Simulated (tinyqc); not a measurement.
Full spectrum, Debye and Einstein heat capacities: Born-von Karman spring model of a cubic crystal with one atom per cell. Computed by tinyqc, a small Python program. Command: `OMP_NUM_THREADS=1 python tinyqc.py 3018680 3018681 out.jsonl springs walk`. One thread of a shared host (Intel(R) Xeon(R) Processor @ 2.30GHz), about 0.2 s of CPU time with the checks.

First neighbours lie at a (1,0,0) (6 of them), second at a (1,1,0) (12), with all permutations and signs; the volume per atom is Omega = a^3.

Inputs (values chosen for the exercise, for a model crystal):
```
quantity,value,unit
lattice constant a,3.72,angstrom
atomic mass M,73.3,u
radial spring k1L,2.39,eV/angstrom^2
transverse spring k1T,0,eV/angstrom^2
radial spring k2L,0.93,eV/angstrom^2
transverse spring k2T,0,eV/angstrom^2
```

Lattice: sc.

Constants: 1 eV/angstrom^3 = 160.2176634 GPa; u = 1.6605390666e-27 kg; hbar = 1.054571817e-34 J s; k_B = 1.380649e-23 J/K; nu for 1 eV/(angstrom^2 u) = 15.6333042 THz; h x 1 THz = 4.135667696 meV; k_B = 8.617333262e-05 eV/K.

Method:
- [ij,kl] = (1/(2 Omega)) sum_R K_ij R_k R_l; C11 = [xx,xx], C44 = [xx,yy], C12 = 2 [xy,xy] - C44; B = (C11 + 2 C12)/3; Zener ratio A = 2 C44/(C11 - C12). K(R) = kL n n^T + kT (1 - n n^T).
- rho = M/Omega and v = sqrt(C/rho), with C = C11, C44, C44 along [100]; (C11 + C12 + 2 C44)/2, C44, (C11 - C12)/2 along [110]; (C11 + 2 C12 + 4 C44)/3 and twice (C11 - C12 + C44)/3 along [111].
- Christoffel matrix G_xx = C11 n_x^2 + C44 (1 - n_x^2), G_xy = (C12 + C44) n_x n_y, with eigenvalues rho v^2; v_m^-3 is the mean of v^-3 over three branches and all directions (12 Gauss-Legendre points in cos(theta) times 24 angles phi = (j + 1/2) pi/12); q_D = (6 pi^2/Omega)^(1/3); Theta = hbar v_m q_D/k_B.
- A neighbour at R with unit vector n couples by the matrix K(R) = kL n n^T + kT (1 - n n^T), and D(q) = (1/M) sum_R K(R) [1 - cos(q.R)].
- An eigenvalue lambda of D in eV/(angstrom^2 u) gives nu = 15.6333042 THz x sqrt(lambda).
- Mesh: q = sum_i (m_i + 1/2)/n b_i, m_i = 0..n-1, with b = [[1.0, 0.0, 0.0], [0.0, 1.0, 0.0], [0.0, 0.0, 1.0]] in 2 pi/a; sums are averages over the n^3 points (here n = 14), per atom.
- With x = h nu/(k_B T) and n = 1/(exp(x) - 1) for each mode: F = k_B T [x/2 + ln(1 - exp(-x))], U = k_B T x (n + 1/2), S/k_B = x n - ln(1 - exp(-x)), C/k_B = x^2 n (n + 1).
- Debye: C = 9 k_B (T/Theta)^3 int_0^(Theta/T) x^4 e^x/(e^x - 1)^2 dx with the elastic Theta. Einstein: three modes at the root-mean-square frequency. The last column is the Theta that makes the Debye formula give the full C at that T.

elastic Debye temperature = 408.318 K

root-mean-square frequency = 5.3236 THz

Heat capacity (k_B/atom):
```
T (K),full spectrum,Debye,Einstein,Theta from C (K)
49,0.6187,0.3734,0.4485,331.47
73,1.2904,0.9113,1.1800,329.51
100,1.8425,1.4722,1.7887,329.39
140,2.3092,2.0300,2.2896,329.52
200,2.6289,2.4572,2.6233,329.66
310,2.8369,2.7551,2.8358,329.76
410,2.9051,2.8563,2.9048,329.79
610,2.9566,2.9339,2.9565,329.82
```

What does the comparison show, and why?

The apparent Theta runs from 329 to 331 K against the elastic 408 K; at high T it tends to sqrt(5/3) h nu_rms/k_B = 330 K. At the lowest T the Debye value is 0.60 and the Einstein value 0.72 times the full one; dispersion bends the branches below the sound lines, so the real spectrum has more low modes than Debye assumes. At the highest T Debye misses by 0.77 % and Einstein by 0.0026 %.

Extremes, crossings and ranges named in words are read from the listed rows.
